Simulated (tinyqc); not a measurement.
# Thin-film transistor with exponential tail and deep states, accumulation layer: effect of the temperature

An undoped film in accumulation, thicker than the space-charge layer. With band bending psi the Fermi level lies E0 - psi below the band edge. Free electrons n = n0 exp(psi/Vt) carry the current; electrons in two exponential distributions of traps, a = a0 exp(psi/Va) and d = d0 exp(psi/Vp), do not. Linear regime, ohmic contacts, traps in equilibrium.

Va = kB Tt/q, Vp = kB Td/q; n0 = Nc exp(-E0/Vt), a0 = Nt th(T/Tt) exp(-E0/Va), d0 = Nd th(T/Td) exp(-E0/Vp), th(x) = pi x/sin(pi x). G(psi) = sum over the three kinds of c0 [V (exp(psi/V) - 1) - psi], field F = sqrt(2 q G/(eps0 eps_r)); Vg = psi + eps0 eps_r F/Ci at the surface. Total charge Q = Ci (Vg - psi_s); free charge Qf = q times the integral of n0 (exp(psi/Vt) - 1)/F over psi from 0 to psi_s; I = (W/L) mb Qf Vd; effective mobility mb Qf/Q. Nc, E0 and mb are held fixed.

Parameters, values chosen for the exercise; values close to those of amorphous indium gallium zinc oxide: relative permittivity of the semiconductor eps_r = 10; density of extended states Nc = 5.1e18 cm^-3; band mobility mb = 19 cm^2/(V s); total density of tail states Nt = 3.5e18 cm^-3; characteristic temperature of the tail Tt = 410 K; total density of deep states Nd = 6.5e16 cm^-3; characteristic temperature of the deep states Td = 1680 K; bulk Fermi level below the band edge E0 = 0.51 eV; gate capacitance Ci = 17 nF/cm^2; ratio W/L WL = 5; drain voltage Vd = 0.2 V; gate voltage above flat band Vg = 10 V.

Constants: q = 1.602176634e-19 C, kB = 1.380649e-23 J/K, Vt = kB T/q, eps0 = 8.8541878128e-14 F/cm where lengths are in cm. Results are converted to the units shown.

Effect of the temperature:

| T (K) | E0 - psi_s (eV) | Q (nC/cm^2) | free share (%) | effective mobility (cm^2/(V s)) | I (nA) |
|---|---|---|---|---|---|
| 160 | 0.02679 | 161.8 | 6.817 | 1.295 | 209.6 |
| 180 | 0.03000 | 161.8 | 7.960 | 1.512 | 244.8 |
| 200 | 0.03353 | 161.9 | 8.994 | 1.709 | 276.7 |
| 220 | 0.03742 | 162.0 | 9.891 | 1.879 | 304.4 |
| 240 | 0.04171 | 162.0 | 10.62 | 2.018 | 327.0 |
| 260 | 0.04650 | 162.1 | 11.15 | 2.119 | 343.5 |
| 280 | 0.05190 | 162.2 | 11.44 | 2.173 | 352.5 |
| 300 | 0.05811 | 162.3 | 11.43 | 2.171 | 352.4 |

As T goes from 160 to 300 K, the free share goes from 6.817 through a maximum of 11.44 (at T = 280 K among the rows listed) to 11.43 %, the distance of the Fermi level from the edge rises from 0.0268 to 0.0581 eV and the current rises from 210 to 352 nA. The apparent activation energy between the first two rows is 0.0193 eV, against E0 - psi_s = 0.0268 eV there. For T = 160 to 220 K the surface Fermi level is within 2 Vt of the band edge, where the exponential forms fail. In every row the th form, which assumes a Fermi level far below the edge, overcounts the filled tail at the surface by more than 15 %.

Computed by the program tinyqc: `OMP_NUM_THREADS=1 python tinyqc.py 2610001 2610002 out.jsonl`, one thread of a shared Intel Xeon 2.30GHz, about 0.01 s for the whole run.
